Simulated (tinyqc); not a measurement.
Across the tunnelling window: band-to-band tunnelling across a p-n junction in a two-band chain.

Sites alternate A at -Eg/2 and C at +Eg/2 with hopping -t; near the edges, with k counted from the zone boundary pi/a, E^2 = (Eg/2)^2 + (t a k)^2, so t = sqrt(c Eg/m)/a gives the mass m, c = hbar^2/2m0. In the gap cosh(q a) = 1 + (Eg^2/4 - e^2)/(2 t^2), e the energy from the local mid-gap. The potential is V0 = Eg + ov on the p side (left), 0 on the n side, and falls linearly over the 2N sites of the junction, V_j = V0 (1 - j/(2N + 1)), j = 1 to 2N, site 1 being A. E = Eg/2 + x ov. A half chain that ends on a site of level e1 with neighbour e2 has g = (1 + z)/(E - e1), z = exp(-/+ i k a) the root with Im g < 0, cos(k a) = (E - e1)(E - e2)/(2 t^2) - 1. S_L = t^2 g (ending on C, shifted by V0), S_R = t^2 g (starting on A). T = 4 Im(S_L) Im(S_R) |G_(1,2N)|^2.

Constants: hbar^2/2m0 = 3.80998211 eV angstrom^2; e^2/h = 3.874045865e-05 S.

Inputs chosen for the exercise (gap and mass near those of InGaAs; the results hold for these values, not for the real material):
- Eg = 0.779 eV (gap)
- m = 0.0412 m0 (mass of electron and light hole)
- a = 4 angstrom (period (two sites))
- ov = 0.32 eV (overlap: top of the valence band on the p side above the conduction edge on the n side)
- Nw = 40 (periods in the junction)

N = Nw. The mean of T over the window uses 12 Gauss-Legendre points in x; the current of one channel with both spins, all states in the window full on the p side and empty on the n side, is (2e^2/h) <T> ov. WKB: exp(-2 I/F), I = pi Eg^2/(8 t a), F = V0/((2N + 1) a/2).

Against energy:

| x | E (eV) | T | T over WKB |
|---|---|---|---|
| 0.02 | 0.3959 | 0.000183 | 0.722 |
| 0.10 | 0.4215 | 0.000315 | 1.241 |
| 0.20 | 0.4535 | 0.000334 | 1.315 |
| 0.35 | 0.5015 | 0.000317 | 1.245 |
| 0.50 | 0.5495 | 0.000307 | 1.207 |
| 0.65 | 0.5975 | 0.000317 | 1.245 |
| 0.80 | 0.6455 | 0.000334 | 1.315 |
| 0.90 | 0.6775 | 0.000315 | 1.241 |
| 0.98 | 0.7031 | 0.000183 | 0.722 |

mean T = 0.000305
current = 0.00756 microampere

WKB gives one value for the whole window, since the path through the gap is the same. The chain is symmetric about x = 0.5, where it gives 1.21 times WKB; among these rows it is largest at x = 0.2 and 0.8 (1.31), and it has 0.72 at x = 0.02 on its way to zero at the ends, where the velocity in one lead vanishes. The variation comes from the reflections where the field begins and ends, whose distance from the turning points changes with x.

Computed by tinyqc, a small Python program: `OMP_NUM_THREADS=1 python tinyqc.py 1451636 1451637 out.jsonl` (the numbers bound the seed that draws the inputs); one thread of a shared host (Intel(R) Xeon(R) Processor @ 2.30GHz), about 0.01 s for the whole set of steps.
